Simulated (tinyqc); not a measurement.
Quantum limit of the contact resistance of a three-dimensional channel: two steps of the calculation.

Parabolic band with gv valleys, C = hbar^2/(2 m0), eta = (EF - Ec)/(kB T). Landauer picture: each mode conducts 2 q^2/h, and the contacts and the channel add incoherently in series, 1/Tt - 1 = 2 (1/tc - 1) + L/lam for the total transmission Tt.

Values chosen for this exercise:

| symbol | value | unit | meaning |
|---|---|---|---|
| T | 300 | K | temperature |
| m | 0.22 | m0 | mass |
| gv | 1 |  | valleys |
| n | 3.3e20 | cm^-3 | carrier density |
| tc | 1 |  | transmission of each contact |
| lam | 6.6 | nm | back-scattering length of the channel |
| L | 78 | nm | channel length |

Constants: q = 1.602176634e-19 C, kB = 1.380649e-23 J/K, hbar = 1.054571817e-34 J s, h = 6.62607015e-34 J s, m0 = 9.1093837015e-31 kg, Vt = kB T/q, hbar^2/(2 m0) = 0.0380998212 eV nm^2. Results are converted to the units shown.

Task 1. Fermi level and modes. n = N F12(eta), N = 2 gv (m kB T/(4 pi C))^1.5, F12(x) = (2/sqrt(pi)) int_0^infinity sqrt(u)/(1 + exp(u - x)) du; modes per area M = gv m kB T ln(1 + exp(eta))/(4 pi C); at zero temperature M0 = gv kF^2/(4 pi), kF = (3 pi^2 n/gv)^(1/3). kB T in eV.

Wanted: N; eta; M; M0.

Result 1.

N = 2.5894e18 cm^-3
eta = 30.590
M = 3.6338e13 cm^-2
M0 = 3.6370e13 cm^-2

The zero-temperature count is 0.088 % above the thermal one.

Task 2. Resistances. RQ = (h/2q^2)/M for the whole device, R = RQ/Tt; the part of one contact is Rc = RQ (1/tc - 1/2) and the channel adds RQ L/lam.

M = 3.6338328e13 cm^-2

Give: RQ; Rc; channel; R; Tt.

Result 2.

RQ = 3.5517e-10 ohm cm^2
Rc = 1.7759e-10 ohm cm^2
channel = 4.1975e-9 ohm cm^2
R = 4.5527e-9 ohm cm^2
Tt = 0.078014

The two contacts make up 7.80 % of R.

Numbers from tinyqc (`OMP_NUM_THREADS=1 python tinyqc.py 2760140 2760141 out.jsonl`; about 0.02 s on one thread of a shared Intel Xeon 2.30GHz).
